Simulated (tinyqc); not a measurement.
Uniformly doped HEMT, charge control: one step of the calculation.

A two-dimensional electron gas of density ns under a barrier. EF and the subbands are counted from the conduction-band edge of the channel at the interface. Two subbands of a triangular well with an infinite wall, parabolic band, no carriers in the barrier.

Problem. Barrier and off voltage. Fully depleted barrier with eb = ebr: Vp = q ND (d - ds)^2/(2 eps0 eb); donors per area ND (d - ds); Voff = phiB - dEc - Vp.

Inputs (values chosen for the exercise); material values close to those of InAlAs on In0.53Ga0.47As:
```
symbol,value,unit,meaning
d,28,nm,barrier thickness from gate to channel
ds,2.1,nm,undoped spacer next to the channel
ebr,12.7,,relative permittivity of the barrier
phiB,0.676,eV,barrier height of the gate
dEc,0.514,eV,conduction-band offset
ND,5.9e17,cm^-3,donor density of the doped part
```

Constants: q = 1.602176634e-19 C, eps0 = 8.8541878128e-14 F/cm where lengths are in cm. Results are converted to the units shown.

Wanted: Vp; donors per area; eb; Voff.

Solution.

Vp = 0.2820 V
donors per area = 1.528e12 cm^-2
eb = 12.70
Voff = -0.1200 V

Program tinyqc, `OMP_NUM_THREADS=1 python tinyqc.py 2180049 2180050 out.jsonl`; Intel Xeon 2.30GHz, shared host, one thread, about 0.01 s.
